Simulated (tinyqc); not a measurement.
Threshold-voltage variability of a planar MOSFET, analytic estimates: two steps of the calculation.

Three independent sources add in quadrature: random dopants in the depleted layer, metal-gate grains of two orientations, and roughness of the two gate edges acting through the roll-off VT = VT(long) - Vr exp(-L/l). These are first-order estimates: no three-dimensional electrostatics, no percolation.

Parameters, values chosen for the exercise; material values close to those of silicon:
```
symbol,value,unit,meaning
T,300,K,temperature
Eg,1.11,eV,band gap
eps_r,11.7,,relative permittivity of the semiconductor
Nc,2.85e19,cm^-3,conduction-band density of states at T
Nv,2.6e19,cm^-3,valence-band density of states at T
Na,3.6e18,cm^-3,channel doping
ti,1.4,nm,oxide-equivalent thickness in inversion
L,65,nm,gate length
W,200,nm,gate width
G,15,nm,metal grain size
dW,0.1,eV,work-function difference of the two grain orientations
p,0.5,,share of the orientation of higher work function
De,0.6,nm,rms roughness of one gate edge
La,10,nm,correlation length of the roughness
l,13,nm,decay length of the threshold roll-off
Vr,2.1,V,prefactor of the roll-off
```

Constants: q = 1.602176634e-19 C, kB = 1.380649e-23 J/K, Vt = kB T/q, eps0 = 8.8541878128e-14 F/cm where lengths are in cm. Results are converted to the units shown.

Task 1. Random dopants. ni = sqrt(Nc Nv) exp(-Eg/(2 Vt)), Eg in volts; Cox = 3.9 eps0/ti; Wd = sqrt(4 eps0 eps_r Vt ln(Na/ni)/(q Na)); dopants: s1 = (q/Cox) sqrt(Na Wd/(3 L W)). The slope A1 = s1 sqrt(L W); mean number of dopants Na L W Wd.

Give: Cox; Wd; mean number of dopants; A1; s1.

Result 1.

Cox = 2.4665 uF/cm^2
Wd = 19.004 nm
mean number of dopants = 889.39
A1 = 0.98093 mV um
s1 = 8.6033 mV

Counting alone, 1/sqrt(N) of the depletion voltage q Na Wd/Cox = 444 mV, would give sqrt(3) times more: dopants deep in the layer act less on the surface.

Task 2. Metal grains and edge roughness. Grains: Ng = L W/G^2 (at least 1), s2 = dW sqrt(p (1 - p)/Ng). Edges, with exponential correlation and u = W/La: the mean gate length has sL^2 = 2 De^2 (2/u)[1 - (1 - exp(-u))/u]; s3 = sL (Vr/l) exp(-L/l).

Wanted: Ng; s2; sL; dVT/dL; s3.

Result 2.

Ng = 57.778
s2 = 6.5779 mV
sL = 0.26153 nm
dVT/dL = 1.0884 mV/nm
s3 = 0.28466 mV

Program tinyqc, `OMP_NUM_THREADS=1 python tinyqc.py 2090167 2090168 out.jsonl`; Intel Xeon 2.30GHz, shared host, one thread, about 0.01 s.
